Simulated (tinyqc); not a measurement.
## Trap density from the barrier height

Inverse problem. In a partly depleted grain with all boundary traps filled, 2 N W = Qt and VB = q N W^2/(2 eps0 eps_r). Find Qt, W and the doping at which VB would equal Vt.

Values chosen for this exercise: temperature T = 350 K; relative permittivity eps_r = 11.7.

Constants: q = 1.602176634e-19 C, kB = 1.380649e-23 J/K, Vt = kB T/q, eps0 = 8.8541878128e-14 F/cm where lengths are in cm. Results are converted to the units shown.

doping = 4e17 cm^-3
barrier height = 0.21313973 V

Answer. Eliminating W gives VB = q Qt^2/(8 eps0 eps_r N), which falls as 1/N.

Qt = 2.100e12 cm^-2
W = 26.25 nm
doping for VB = Vt = 2.827e18 cm^-3

Numbers from tinyqc (`OMP_NUM_THREADS=1 python tinyqc.py 2830042 2830043 out.jsonl`; about 0.01 s on one thread of a shared Intel Xeon 2.30GHz).
